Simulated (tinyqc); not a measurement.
Inter-valley coupling by envelope functions against a chain of atomic planes: one step. Valley phase, mass and the wavelengths that couple the valleys. Two cases, with inputs chosen for the exercise.

Problem. phi0; b = 4u sin^2(phi0); mass m/m0 = c/(b (a/4)^2), c = hbar^2/2m0. A potential couples the valleys if its phase advances by 2 phi0 a plane, or, since only whole planes count, by 2 pi - 2 phi0: periods pi/phi0 and pi/(pi - phi0) planes.

Chain: E(phi) = e0 + 2 v cos(phi) + 2 u cos(2 phi), cos(phi0) = -v/(4u), e0 = 2u + v^2/(4u); plane j = 0, 1, ... has the potential V_j = dE x_j + F (j - 30) a/4 (1 MV/m = 1e-4 V/angstrom). There are 30 barrier planes a side; with y = j - 29.5, x_j = xb (f(y) + f(Nw - y)), f(y) = 1/(1 + exp(y/L)), plus any Ge added in the well. The valley splitting is the spacing of the two lowest levels. Envelope theory: F_j solves a one-valley chain with hopping -b and diagonal 2b + V_j, b = 4u sin^2(phi0), sum F_j^2 = 1; the valleys couple by Dv = sum_j F_j^2 V_j exp(-2 i phi0 j) and split by 2|Dv|.

Constants: hbar^2/2m0 = 3.80998211 eV angstrom^2.

Case 1.

Values chosen (out of a larger set: near those of the Delta valleys of silicon in a SiGe well; not measured data): a = 5.431 angstrom (lattice constant; planes lie a/4 apart); u = 0.65 eV (second-neighbour hopping); v = 0.702 eV (nearest hopping).

Case 2.

Values chosen (out of a larger set: near those of the Delta valleys of silicon in a SiGe well; not measured data): a = 5.431 angstrom (lattice constant; planes lie a/4 apart); u = 0.642 eV (second-neighbour hopping); v = 0.737 eV (nearest hopping).

Give: phi0; b; mass; periods; longer period.

Solution.

Case 1.

phi0 = 1.84419 rad
b = 2.41046 eV
mass = 0.8574 m0

periods (planes): pi/phi0 1.7035, pi/(pi - phi0) 2.4214

longer period = 3.2877 angstrom

Case 2.

phi0 = 1.86188 rad
b = 2.35649 eV
mass = 0.8770 m0

periods (planes): pi/phi0 1.6873, pi/(pi - phi0) 2.4549

longer period = 3.3332 angstrom

Computed by tinyqc, one run a case: `OMP_NUM_THREADS=1 python tinyqc.py N N+1 out.jsonl` with N = 1450067, 1450275; one thread of a shared Intel(R) Xeon(R) Processor @ 2.30GHz, about 0.1 s a run at most.
